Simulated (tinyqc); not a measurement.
Level against strength of the defect: Koster-Slater impurity in an sp3s* host.

sp3s* tight binding, nearest neighbours only: anion (a) at 0, cation (c) at a/4 (1,1,1), orbitals s, px, py, pz, s* on each; k in units of 2 pi/a. With phases e_j = exp(i (pi/2) k.n_j) for n = (1,1,1), (1,-1,-1), (-1,1,-1), (-1,-1,1): g0 = (e1+e2+e3+e4)/4, g1 = (e1+e2-e3-e4)/4, g2 = (e1-e2+e3-e4)/4, g3 = (e1-e2-e3+e4)/4. The diagonal holds the levels Esa, Epa, Exa (s*) and Esc, Epc, Exc. Anion-cation block: <sa|sc> = Vss g0; <sa|xc> = Vsapc g1; <xa|sc> = -Vscpa g1; <xa|xc> = Vxx g0; <xa|yc> = <ya|xc> = Vxy g3, <xa|zc> = <za|xc> = Vxy g2, <ya|zc> = <za|yc> = Vxy g1; <s*a|xc> = Vxapc g1; <xa|s*c> = -Vpaxc g1; y and z take g2 and g3 in place of g1; s-s* and s*-s* vanish.

A defect on a cation site (c) shifts the s level there by Vs or the three p levels by Vp and leaves the rest. A level in the gap solves 1/Vs = G_s(E) (symmetry A1) or 1/Vp = G_p(E) (T2, threefold), with G(E) = (1/N^3) sum over k and bands of w/(E - e), where w is the weight of the state on the s orbital of that site, or the mean weight on its px, py, pz. Mesh: k = f1 (-1,1,1) + f2 (1,-1,1) + f3 (1,1,-1), f = (j + 1/2)/N, j = 0 to N - 1. Energies from the top of the valence band at Gamma; the s* orbital of the site is left as it is. An infinite shift removes the s or p orbitals, the model of the ideal vacancy: G(E) = 0.

Parameters, chosen for this exercise (out of a larger set: near a published set for AlAs; not measured data): p = (-7.562, 0.975, -1.158, 3.577, 7.512, 6.719, -6.635, 1.87, 4.285, 5.126, 5.478, 4.492, 4.958) eV (order Esa, Epa, Esc, Epc, Exa, Exc, Vss, Vxx, Vxy, Vsapc, Vscpa, Vxapc, Vpaxc); N = 5 (mesh).

Eg (smallest gap of the host) = 2.29931 eV

A dash: no level in the gap from 0 to Eg. The last row is the ideal vacancy.

Levels (eV above the valence band):

| shift (eV) | A1 | T2 |
|---|---|---|
| -40 | - | 0.334 |
| -20 | - | 0.534 |
| -12 | - | 0.827 |
| -8 | 0.462 | 1.178 |
| -5 | 1.105 | 1.639 |
| -3 | 1.699 | 2.019 |
| +3 | - | - |
| +5 | - | - |
| +8 | - | - |
| +12 | - | - |
| +20 | - | - |
| +40 | - | 0.045 |
| vacancy | - | 0.167 |

A1: a level lies in the gap for the attractive shifts -3, -5 and -8 eV, and no repulsive one does; G has no zero in the gap, so there is no vacancy level there and a strong enough shift drives the level out through the far edge. T2: a level lies in the gap for the attractive shifts -3, -5, -8, -12, -20 and -40 eV and for the repulsive +40 eV; both branches tend to the vacancy level, 0.167 eV, which pins them. A level passes the edges where the shift equals 1/G, a value that is sensitive to the mesh there: on this one 1/G(0) = -11.4 and 1/G(Eg) = -1.2 eV for s, 26.3 and -0.9 eV for p.

Computed by tinyqc, a small Python program: `OMP_NUM_THREADS=1 python tinyqc.py 1450199 1450200 out.jsonl` (the numbers bound the seed that draws the inputs); one thread of a shared host (Intel(R) Xeon(R) Processor @ 2.30GHz), about 0.01 s for the whole set of steps.
